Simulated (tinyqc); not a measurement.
From results back to parameters: Lorentz oscillators and the Kramers-Kronig relations. Four cases, with inputs chosen for the exercise.

Problem. Below the gap a single undamped oscillator gives n^2 - 1 = Eo Ed/(Eo^2 - E^2) (Wemple-DiDomenico). Two refractive indices were computed from hidden Eo and Ed.

Case 1.

Values chosen (out of a larger set: line positions loosely like those of GaAs; Lorentz tails absorb below the gap, where the real solid is clear; not measured data): Ea = 1.07 eV; Eb = 1.91 eV.

n(Ea) = 2.901804
n(Eb) = 3.075589

Case 2.

Values chosen (out of a larger set: line positions loosely like those of Ge; Lorentz tails absorb below the gap, where the real solid is clear; not measured data): Ea = 0.91 eV; Eb = 1.82 eV.

n(Ea) = 3.943608
n(Eb) = 4.522202

Case 3.

Values chosen: Ea = 0.97 eV; Eb = 2.48 eV.
n(Ea) = 1.992341
n(Eb) = 2.066194

Case 4.

Values chosen: Ea = 1 eV; Eb = 1.87 eV.
n(Ea) = 1.102274
n(Eb) = 1.104428

Find: Eo; Ed; n at E = 0.
Solution. 1/(n^2 - 1) = Eo/Ed - E^2/(Eo Ed) is a straight line in E^2: slope -1/(Eo Ed), intercept Eo/Ed.

Case 1.

Eo = 4.64 eV
Ed = 32.6 eV
n at E = 0 = 2.833

Case 2.

Eo = 3.27 eV
Ed = 43.9 eV
n at E = 0 = 3.798

Case 3.

Eo = 7.60 eV
Ed = 22.2 eV
n at E = 0 = 1.980

Case 4.

Eo = 10.79 eV
Ed = 2.3 eV
n at E = 0 = 1.101

Computed by tinyqc, one run a case: `OMP_NUM_THREADS=1 python tinyqc.py N N+1 out.jsonl` with N = 1682526, 1682623, 1682663, 1682666; one thread of a shared Intel(R) Xeon(R) Processor @ 2.30GHz, about 0.2 s a run at most.
